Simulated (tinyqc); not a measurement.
What each parameter of the potential does: deformation potentials from a strained empirical pseudopotential.

Diamond lattice, no spin-orbit coupling. Atomic form factor V(q) = a1 (q^2 - a2)/(a3 exp(a4 q^2) - 1) in rydberg with q in 1/bohr, for the unstrained cell. Under a strain e the reciprocal vectors and k go over into (1 + e)^(-1) G, the atoms sit at +/- tau with tau = (1 + e) a (1,1,1)/8 - zeta a (eyz, ezx, exy)/4, and H(G,G') = c |k + G|^2 delta + (V(q)/det(1 + e)) cos(q.tau), q = G - G', with the term q = 0 left out; c = hbar^2/2m0. The basis is fixed before straining: all G with |k + G|^2 up to 16 (2 pi/a)^2. k is given in units of 2 pi/a of the unstrained cell.

Constants: hbar^2/2m0 = 3.80998211 eV angstrom^2; Ry = 13.60569312 eV; a0 (Bohr radius) = 0.5291772105 angstrom.

Parameters, chosen for this exercise (a germanium-sized cell with gaps well above those of Ge; not measured data): a = 5.652 angstrom (lattice constant); a1 = 0.396; a2 = 2.405; a3 = 2.081; a4 = 0.456; kD = 0.82 2 pi/a (position of the Delta minimum).

Gaps from the valence top to level 5 at Gamma and level 5 at (kD,0,0) and L, and their deformation potentials [E(+h) - E(-h)]/(3 ln((1 + h)/(1 - h))) for e = +/- h 1, h = 0.002. The row for the lattice constant keeps V(q) without the volume factor, so it is not a strain.

One parameter was then changed.

Results before and after:
```
case,Gamma (eV),Delta (eV),L (eV),potential Gamma (eV),potential Delta (eV),potential L (eV)
base,1.694,1.059,1.066,-8.72,0.96,-2.81
changed,1.559,1.121,1.048,-8.77,0.90,-2.84
```

Which of these changes was made? (a) a = 5.595 angstrom; (b) a3 = 2.102; (c) a1 = 0.392; (d) a2 = 2.429; (e) a4 = 0.451.

Answer: (d) a2 = 2.429. Of the candidates, run in turn, only this one gives the changed row.

All candidates:
```
case,Gamma (eV),Delta (eV),L (eV),potential Gamma (eV),potential Delta (eV),potential L (eV)
base,1.694,1.059,1.066,-8.72,0.96,-2.81
a = 5.595 angstrom,1.884,0.817,1.009,-8.52,1.26,-2.62
a1 = 0.392,1.671,0.990,1.020,-8.64,0.99,-2.77
a2 = 2.429,1.559,1.121,1.048,-8.77,0.90,-2.84
a3 = 2.102,1.673,0.967,1.008,-8.62,0.98,-2.78
a4 = 0.451,1.755,1.134,1.127,-8.86,0.88,-2.90
```

Program tinyqc; command `OMP_NUM_THREADS=1 python tinyqc.py 1880178 1880179 out.jsonl`; about 0.2 s on one thread of a shared Intel(R) Xeon(R) Processor @ 2.30GHz.
